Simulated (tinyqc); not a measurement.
Graded p-n junction, non-linear Poisson equation by Newton steps: one step of the calculation.

One dimension, p side on the left, n side on the right; net doping C = (Nd - Na)/2 + ((Nd + Na)/2) tanh(x/Lg). The potential psi is counted from the intrinsic level, and the quasi-Fermi potentials are flat: 0 for holes and -V for electrons, so n = ni exp((psi + V)/Vt) and p = ni exp(-psi/Vt) (Boltzmann statistics, full ionisation, no current).

Question. Densities, residual and Jacobian diagonal. n_i = ni exp((psi_i + V)/Vt), p_i = ni exp(-psi_i/Vt), rho_i = p_i - n_i + C_i, g_i = (n_i + p_i)/Vt. Box widths w_i = (h_(i-1) + h_i)/2 in cm. Residual F_i = a_i (psi_(i+1) - psi_i) - a_(i-1) (psi_i - psi_(i-1)) + q rho_i w_i; Jacobian: a_(i-1) and a_i beside the diagonal, b_i = -a_(i-1) - a_i - q g_i w_i on it. The two end nodes are fixed.

Parameters, values chosen for the exercise: temperature T = 300 K; bias of the p side against the n side V = 0 V.

Constants: q = 1.602176634e-19 C, kB = 1.380649e-23 J/K, Vt = kB T/q. Results are converted to the units shown.

```
node,x (nm),psi at the start (V),net doping C (cm^-3)
0,-2250,-1.5053791,-1.2000000e16
1,-1740,-1.5053791,-1.1999999e16
2,-1320,-1.5053791,-1.1999927e16
3,-973,-1.5053791,-1.1996530e16
4,-682,-1.5053791,-1.1912033e16
5,-440,-1.4691737,-1.0714556e16
6,-238,-0.7314675,-5.9085302e14
7,-70,0.6061861,4.2145432e16
8,70,1.5723427,1.0585457e17
9,228,1.5723427,1.4734868e17
10,407,1.5723427,1.5815133e17
11,609,1.5723427,1.5980217e17
12,838,1.5723427,1.5998445e17
13,1100,1.5723427,1.5999915e17
14,1390,1.5723427,1.5999997e17
```

```
interval,coupling a_i (F/cm^2)
0,1.6180594e-8
1,1.9647864e-8
2,2.3781277e-8
3,2.8357742e-8
4,3.4099599e-8
5,4.0851995e-8
6,4.9119661e-8
7,5.8943593e-8
8,5.2228500e-8
9,4.6101134e-8
10,4.0851995e-8
11,3.6035384e-8
12,3.1496576e-8
13,2.8455528e-8
```

ni = 6.1648969e-10 cm^-3

Wanted: n; p; residual F; diagonal b.

Answer.

```
node,n (cm^-3),p (cm^-3)
0,3.167e-35,1.200e16
1,3.167e-35,1.200e16
2,3.167e-35,1.200e16
3,3.167e-35,1.200e16
4,3.167e-35,1.200e16
5,1.285e-34,2.958e15
6,3.176e-22,1197
7,9.406,4.041e-20
8,1.600e17,2.375e-36
9,1.600e17,2.375e-36
10,1.600e17,2.375e-36
11,1.600e17,2.375e-36
12,1.600e17,2.375e-36
13,1.600e17,2.375e-36
14,1.600e17,2.375e-36
```

```
node,residual F (1e-7 C/cm^2),diagonal b (F/cm^2)
1,0.000,-3.494e-6
2,0.000,-2.896e-6
3,0.000,-2.425e-6
4,0.016,-2.044e-6
5,0.013,-4.819e-7
6,0.338,-8.997e-8
7,0.952,-1.081e-7
8,-1.862,-1.489e-5
9,-0.342,-1.681e-5
10,-0.056,-1.898e-5
11,-0.007,-2.145e-5
12,-0.001,-2.441e-5
13,0.000,-2.743e-5
```

tinyqc, about 0.05 s, one thread, Intel Xeon 2.30GHz (shared host): `OMP_NUM_THREADS=1 python tinyqc.py 2000151 2000152 out.jsonl`
